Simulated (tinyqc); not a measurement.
Electron-beam lithography: double-Gaussian proximity function, edge placement and dose correction for parallel lines: one step, computed by the program tinyqc. Command: `OMP_NUM_THREADS=1 python tinyqc.py 3114068 3114069 out.jsonl proximity walk`. One thread of a shared host (Intel(R) Xeon(R) Processor @ 2.30GHz), about 0.01 s of CPU time with the checks.

Lines are infinitely long. Absorbed energy is counted so that the middle of a very large area written at dose 1 receives 1; the resist develops where it exceeds 1/2.

Problem. Dose to size and latitude. A test line of width w << beta in surroundings of density rho, all at dose d: near its edge E(x) = d [S + eta rho]/(1 + eta), S = [erf((b - x)/alpha) - erf((a - x)/alpha)]/2 for edges a and b, the second term being the background energy. Dose to size d_s = (1 + eta)/(erf(w/alpha) + 2 eta rho), dose = d_s D0; edge slope d [1 - exp(-w^2/alpha^2)]/(sqrt(pi) alpha (1 + eta)); width change per 1 % of dose = 2 x 0.01 x (1/2)/slope.

Inputs (values chosen for the exercise, of the order of those for 10 keV electrons in resist on silicon):

| quantity | value | unit |
|---|---|---|
| forward range alpha | 0.01 | micrometre |
| backscatter ratio eta | 0.85 | - |
| base dose D0 | 440 | microcoulomb/cm^2 |
| width of the test line | 0.2 | micrometre |
| pattern density around the test line | 0.23 | - |

Give: dose to size d_s; dose; edge slope; width change per 1 % of dose; background energy.

Solution.

dose to size d_s = 1.3300

dose = 585.19 microcoulomb/cm^2

edge slope = 0.040560 1/nm

width change per 1 % of dose = 0.24655 nm

background energy = 0.14055

The background supplies 28 % of the threshold.
